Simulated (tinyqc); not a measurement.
Hubbard ring of 5 sites, step by step. Computed by tinyqc, a small Python program that keeps every step. Settings: hopping = 0.76, U = 10.8, mixing = 0.2, iteration cap = 55. Command: `OMP_NUM_THREADS=1 python tinyqc.py 25789 25790 out.jsonl` (the two numbers bound the seeds that draw the settings). One thread of a shared host (Intel(R) Xeon(R) Processor @ 2.60GHz), about 0.2 s of CPU time with the checks.

one-body matrix (hopping and site energies) (eV):
```
         1        2        3        4        5
1   0.1200  -0.7600   0.0000   0.0000  -0.7600
2  -0.7600   0.7700  -0.7600   0.0000   0.0000
3   0.0000  -0.7600   0.1400  -0.7600   0.0000
4   0.0000   0.0000  -0.7600   0.0700  -0.7600
5  -0.7600   0.0000   0.0000  -0.7600   0.5600
```

U = 10.8000 eV

electrons, up and down: 2  2

n(up) at the start (a guess, not normalised): 1 0.7000, 2 0.1000, 3 0.7000, 4 0.1000, 5 0.7000

n(down) at the start (a guess): 1 0.1000, 2 0.7000, 3 0.1000, 4 0.7000, 5 0.1000

Each step fills the lowest levels of T + U n(other spin) and sets n(new) = n + mixing (n(out) - n); stop when output and input agree to 1e-8.

Course of the cycle:
```
iteration    E (eV)  largest |n(out) - n(in)|  mean |n_up - n_down|
1          0.145572                  3.42e-01                0.7654
2          0.102114                  2.70e-01                0.7689
3          0.078712                  2.15e-01                0.7709
4          0.065306                  1.72e-01                0.7720
5          0.057226                  1.39e-01                0.7726
6          0.052132                  1.14e-01                0.7729
7          0.048779                  9.38e-02                0.7731
8          0.046475                  7.83e-02                0.7731
9          0.044825                  6.61e-02                0.7730
10         0.043592                  5.64e-02                0.7730
11         0.042637                  4.86e-02                0.7729
...             ...                       ...                   ...
45         0.036242                  5.14e-03                0.7686
46         0.036213                  4.93e-03                0.7685
47         0.036187                  4.74e-03                0.7684
48         0.036162                  4.56e-03                0.7683
49         0.036138                  4.39e-03                0.7683
50         0.036117                  4.22e-03                0.7682
51         0.036097                  4.06e-03                0.7681
52         0.036078                  3.91e-03                0.7680
53         0.036060                  3.77e-03                0.7680
54         0.036044                  3.63e-03                0.7679
55         0.036028                  3.50e-03                0.7679
```

Can the last value be used, and what does the course show?

Not by the stop rule. Not converged within 55 iterations: the residual falls steadily but slowly, by a factor of about 0.96 a step. The lowest mean-field energy found from random starts is -0.12983 eV. Reruns (cap 100 unless said): mixing 0.5: not converged; mixing 0.9: not converged; the original settings with a cap of 400: not converged.
